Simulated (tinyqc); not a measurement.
# Threshold switch as oscillator and as selector in a crossbar: what changes with what

Off state: I = Ith sinh(V/V0)/sinh(Vth/V0) up to Vth. On state: V = Vh + I Ron down to the holding current Ih, at Vl = Vh + Ih Ron. Switching is instantaneous.

Values chosen for this exercise; values of the order of Ge-Sb-Te and related chalcogenides:

| symbol | value | unit | meaning |
|---|---|---|---|
| Vth | 2.5 | V | threshold voltage |
| Vh | 1.18 | V | holding voltage |
| Ron | 1.2 | kohm | on-state resistance |
| Ith | 0.12 | uA | current at threshold |
| V0 | 0.12 | V | voltage scale of the off-state sinh |
| Ih | 9.9 | uA | holding current |
| C | 46 | fF | capacitance across the switch |
| Iw | 30 | uA | write current |
| Vs | 3.19 | V | supply voltage |

Each table varies one quantity; the others keep the values above.

## Frequency against load

With a load RL from Vs and C across the switch, it oscillates if the load line misses both branches: (Vs - Vl)/Ih < RL < (Vs - Vth)/Ith. Charging without leakage takes RL C ln[(Vs - Vl)/(Vs - Vth)]; discharging takes (RL || Ron) C ln[(Vth - Ve)/(Vl - Ve)], Ve = (Vs Ron + Vh RL)/(Ron + RL). Here the charging time includes the off-state leakage: the integral of C dV/[(Vs - V)/RL - I(V)].

Frequency against load:
```
RL (kohm)  charging, no leakage (ns)  charging (ns)  discharging (ns)  frequency (MHz)
270                            13.21          13.29            0.3344            73.42
380                            18.59          18.74            0.3008            52.51
520                            25.43          25.74            0.2864            38.43
730                            35.70          36.31            0.2774            27.33
1000                           48.91          50.08            0.2721            19.86
1400                           68.47          70.88            0.2684            14.06
1900                           92.93          97.63            0.2660            10.21
2700                           132.1          142.7            0.2642            6.996
3700                           181.0          204.8            0.2630            4.875
5200                           254.3          332.5            0.2621            3.005
```

What does the comparison show?

The frequency falls from 73.4 to 3.01 MHz, as RL^(-0.98) between the first two rows and RL^(-1.42) between the last two. Leakage lengthens the charging by 0.60 % in the first row and 31 % in the last; the period diverges at RL = 5750 kohm. In every row the discharge is shorter than 0.5 ns, comparable to real switching delays.

## Array size against supply voltage

In an N x N array driven at Vs, the V/2 scheme puts Vs/2 on 2 (N - 1) cells; the V/3 scheme puts Vs/3 on all N^2 - 1 others, N - 1 of them on the selected row. Row leakage is (N - 1) I; wasted power is the number of cells times V I. The largest N keeps the row leakage below a tenth of Iw.

Array size against supply voltage:
```
Vs (V)  I at Vs/2 (nA)  largest N, V/2  largest N, V/3
2.62          0.005921         5.066e5         1.928e7
2.95           0.02342         1.281e5         7.708e6
3.27           0.08885         3.377e4         3.169e6
3.59            0.3371            8902         1.303e6
3.91             1.279            2347         5.356e5
4.23             4.851           619.4         2.202e5
4.55             18.40           164.0         9.052e4
4.88             72.78           42.22         3.620e4
```

What does the comparison show?

The half-select current grows a decade every 2 V0 ln 10 = 0.553 V, so the largest N falls from 5.07e5 to 42.2 in the V/2 scheme and from 1.93e7 to 36200 in the V/3 scheme. Vs must stay below 2 Vth = 5.00 V (V/2) or half-selected cells switch.

Range of the model: Delay times, drift of Vth and line resistance are left out.

Computed by the program tinyqc: `OMP_NUM_THREADS=1 python tinyqc.py 2490113 2490114 out.jsonl`, one thread of a shared Intel Xeon 2.30GHz, about 0.01 s for the whole run.
